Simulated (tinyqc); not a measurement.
# Threshold-voltage variability of a planar MOSFET, analytic estimates: effects of single changes

Three independent sources add in quadrature: random dopants in the depleted layer, metal-gate grains of two orientations, and roughness of the two gate edges acting through the roll-off VT = VT(long) - Vr exp(-L/l). These are first-order estimates: no three-dimensional electrostatics, no percolation.

Inputs (values chosen for the exercise); material values those of a made-up semiconductor: temperature T = 300 K; band gap Eg = 1.43 eV; relative permittivity of the semiconductor eps_r = 9.48; conduction-band density of states at T Nc = 2.36e19 cm^-3; valence-band density of states at T Nv = 2.4e19 cm^-3; channel doping Na = 1.3e18 cm^-3; oxide-equivalent thickness in inversion ti = 1.4 nm; gate length L = 45 nm; gate width W = 180 nm; metal grain size G = 15 nm; work-function difference of the two grain orientations dW = 0.1 eV; share of the orientation of higher work function p = 0.3; rms roughness of one gate edge De = 1.4 nm; correlation length of the roughness La = 15 nm; decay length of the threshold roll-off l = 8.9 nm; prefactor of the roll-off Vr = 2.3 V.

Constants: q = 1.602176634e-19 C, kB = 1.380649e-23 J/K, Vt = kB T/q, eps0 = 8.8541878128e-14 F/cm where lengths are in cm. Results are converted to the units shown.

Each table varies one quantity; the others keep the values above.

## Effect of the metal grain size

ni = sqrt(Nc Nv) exp(-Eg/(2 Vt)), Eg in volts; Cox = 3.9 eps0/ti; Wd = sqrt(4 eps0 eps_r Vt ln(Na/ni)/(q Na)); dopants: s1 = (q/Cox) sqrt(Na Wd/(3 L W)). Grains: Ng = L W/G^2 (at least 1), s2 = dW sqrt(p (1 - p)/Ng). Edges, with exponential correlation and u = W/La: the mean gate length has sL^2 = 2 De^2 (2/u)[1 - (1 - exp(-u))/u]; s3 = sL (Vr/l) exp(-L/l). s = sqrt(s1^2 + s2^2 + s3^2). l and Vr are held fixed.

The same in every row: s1 (mV) = 8.5144; s3 (mV) = 1.2739.

Results:
```
G (nm)  s2 (mV)  s (mV)  s sqrt(L W) (mV um)
2        1.0184  8.6692              0.78022
3        1.5275  8.7436              0.78692
7        3.5642  9.3178              0.83860
10       5.0918  10.002              0.90019
14       7.1285  11.177               1.0060
20       10.184  13.335               1.2001
```

Estimate the missing row, G = 5 nm.

Computed row:
```
G (nm)  s2 (mV)  s (mV)  s sqrt(L W) (mV um)
5        2.5459  8.9777              0.80799
```

With this row back in the table: As G goes from 2 to 20 nm, s rises from 8.67 to 13.3 mV. The largest source is the dopants in the first row and the grains in the last.

## Effect of the oxide-equivalent thickness in inversion

Same model as above.

l and Vr are held fixed.

The same in every row: s2 (mV) = 7.6376; s3 (mV) = 1.2739.

Results:
```
ti (nm)  s1 (mV)  s (mV)  s sqrt(L W) (mV um)
0.8       4.8654  9.1448              0.82303
1.2       7.2980  10.640              0.95763
1.6       9.7307  12.436               1.1192
2         12.163  14.419               1.2977
2.4       14.596  16.523               1.4870
3.2       19.461  20.945               1.8851
```

Estimate the missing row, ti = 2.8 nm.

Computed row:
```
ti (nm)  s1 (mV)  s (mV)  s sqrt(L W) (mV um)
2.8       17.029  18.707               1.6836
```

With this row back in the table: As ti goes from 0.8 to 3.2 nm, s rises from 9.14 to 20.9 mV. The largest source is the grains in the first row and the dopants in the last. s1 goes on average as ti^(1.00).

Computed by the program tinyqc: `OMP_NUM_THREADS=1 python tinyqc.py 2090040 2090041 out.jsonl`, one thread of a shared Intel Xeon 2.30GHz, about 0.01 s for the whole run.
